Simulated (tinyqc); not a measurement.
Orbital energy against energy difference: ionisation energy by orbital energies and by energy differences in the 6-31g basis, for H4, spin multiplicity 1. Computed by the program tinyqc with PySCF. The cation is unrestricted; errors are against CCSD(T) in this basis, not against experiment.

Geometry (angstrom):
```
atom,x,y,z
H,0.0000,0.0000,0.0000
H,0.0000,0.0000,0.7090
H,0.0000,0.0000,1.6340
H,0.0000,0.0000,2.3440
```

CCSD(T) difference in the same basis = 13.0554 eV

IP-EOM-CCSD = 13.0657 eV

First vertical ionisation energy (eV):
```
method,-e(HOMO),E(cation) - E,error of -e(HOMO),error of the difference
HF,13.3737,12.597006,0.3183,-0.4583
LDA,8.0794,12.944949,-4.9759,-0.1104
PBE,8.1789,13.023661,-4.8764,-0.0317
B3LYP,9.4793,13.272142,-3.5761,0.2168
PBE0,9.6553,13.152961,-3.4001,0.0976
CAM-B3LYP,11.1125,13.240837,-1.9429,0.1855
LC-wPBE,12.5116,13.271660,-0.5438,0.2163
```

What does the comparison show, and why?

Koopmans errs by +0.32 eV and Delta-HF by -0.46 eV: relaxation, 0.78 eV, lowers the value and the missing correlation difference works against it. The PBE level is off by -4.9 eV through the wrong tail of its potential, though its energy difference is off by -0.03 eV; exact exchange deepens the level, and among the orbital energies HF comes closest; among the differences PBE does.
